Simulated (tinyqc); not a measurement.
What each form factor does: empirical-pseudopotential levels.

Empirical pseudopotential on the fcc lattice, atoms at +/- tau, tau = a (1,1,1)/8, no spin-orbit coupling. H(G,G') = c (2 pi/a)^2 |k + G|^2 delta + VS(q) cos(q.tau) + i VA(q) sin(q.tau), q = G - G', c = hbar^2/2m0; k and G in units of 2 pi/a; VS at |q|^2 = 3, 8, 11 and VA at 3, 4, 11, in rydberg, zero elsewhere. The basis is fixed: all 113 G with |G|^2 up to Gcut. Energies are counted from the fourth level at Gamma.

Constants: hbar^2/2m0 = 3.80998211 eV angstrom^2; Ry = 13.60569312 eV.

Inputs chosen for the exercise (near those of Si; shifted at random, so the results belong to these values and not to a real crystal): a = 5.442 angstrom (lattice constant); VS3 = -0.21 Ry; VS8 = 0.041 Ry; VS11 = 0.079 Ry; VA3 = 0 Ry; VA4 = 0 Ry; VA11 = 0 Ry; Gcut = 20 (2 pi/a)^2 (largest |G|^2 of the fixed basis).

Lowest empty singlet and triplet at Gamma and the valence width there (fixed basis); lowest empty level at X = (1,0,0) and L = (1/2,1/2,1/2) from the valence top, these levels and that top with all |k + G|^2 up to 21. Singlet and triplet count orbital degeneracy. VS3 is VS at |q|^2 = 3, and so on. The row for a keeps the form factors fixed, so it is no model of a real expansion, which changes them too.

Results for these values:
```
case  singlet (eV)  triplet (eV)  X (eV)  L (eV)  width (eV)
base         3.885         3.400   0.942   1.882      12.579
```

What happens to each result for VS3 = -0.22 Ry, all else kept?

Answer: singlet falls from 3.885 to 3.820; triplet rises from 3.400 to 3.544; X rises from 0.942 to 1.183; L rises from 1.882 to 1.976; width falls from 12.579 to 12.524.

The same for each parameter in turn:
```
case                singlet (eV)  triplet (eV)  X (eV)  L (eV)  width (eV)
base                       3.885         3.400   0.942   1.882      12.579
a = 5.496 angstrom         3.899         3.425   1.070   1.952      12.275
VS3 = -0.22 Ry             3.820         3.544   1.183   1.976      12.524
VS8 = 0.031 Ry             3.401         3.450   0.855   1.647      12.663
VS11 = 0.069 Ry            3.386         3.165   0.678   1.556      12.764
VA3 = 0.03 Ry              3.920         3.421   0.684   1.876      12.583
VA4 = 0.03 Ry              3.756         3.481   0.497   1.925      12.570
VA11 = 0.03 Ry             3.756         3.360   0.656   1.823      12.590
```

In a diamond crystal a small VA enters the levels at Gamma and L only in second order, by symmetry, but splits the degenerate pair at X in first order.

Run: tinyqc, `OMP_NUM_THREADS=1 python tinyqc.py 1050096 1050097 out.jsonl`; Intel(R) Xeon(R) Processor @ 2.30GHz, one thread, shared host; about 0.8 s of CPU time with all checks.
